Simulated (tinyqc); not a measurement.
One-sided p+-n junction, ionisation integral and breakdown: one step of the calculation.

A p+ layer at x < 0 and an n drift layer from x = 0. Depletion approximation, built-in voltage neglected. Local ionisation coefficients alpha_n = an exp(-(bn/E)^mx), alpha_p = ap exp(-(bp/E)^mx). Electrons move towards +x, holes towards x = 0.

Problem. Ionisation integrals by the trapezoid rule. G(x) = integral from 0 to x of (alpha_n - alpha_p); I_n = integral of alpha_n exp(-G) (electrons injected at x = 0), I_p = integral of alpha_p exp(G(end) - G) (holes injected at the far edge); M = 1/(1 - I). All integrals by the trapezoid rule on the grid.

```
point,x (um),alpha_n (1/cm),alpha_p (1/cm)
0,0.000000,2478.3356,307.36536
1,0.968407,1884.6846,203.40330
2,1.936814,1393.8741,129.07065
3,2.905220,998.09320,78.006897
4,3.873627,688.17294,44.532866
5,4.842034,453.78201,23.769170
6,5.810441,283.73289,11.709514
7,6.778847,166.40348,5.2376358
8,7.747254,90.261160,2.0825695
9,8.715661,44.452159,0.71584863
10,9.684068,19.388847,0.20489816
11,10.652474,7.2384773,0.046386255
12,11.620881,2.2039940,0.0077225641
13,12.589288,0.51003020,8.5006160e-4
```

Wanted: G; alpha_n exp(-G); I_n; I_p; M_n; M_p.

Solution.

```
point,G,alpha_n exp(-G) (1e3 1/cm)
0,0.0000,2.478
1,0.1865,1.564
2,0.3292,1.003
3,0.4350,0.646
4,0.5107,0.413
5,0.5627,0.259
6,0.5967,0.156
7,0.6176,0.090
8,0.6297,0.048
9,0.6361,0.024
10,0.6391,0.010
11,0.6404,0.004
12,0.6409,0.001
13,0.6410,0.000
```

I_n = 0.5284
I_p = 0.09505
M_n = 2.120
M_p = 1.105

Numbers from tinyqc (`OMP_NUM_THREADS=1 python tinyqc.py 2120070 2120071 out.jsonl`; about 0.05 s on one thread of a shared Intel Xeon 2.30GHz).
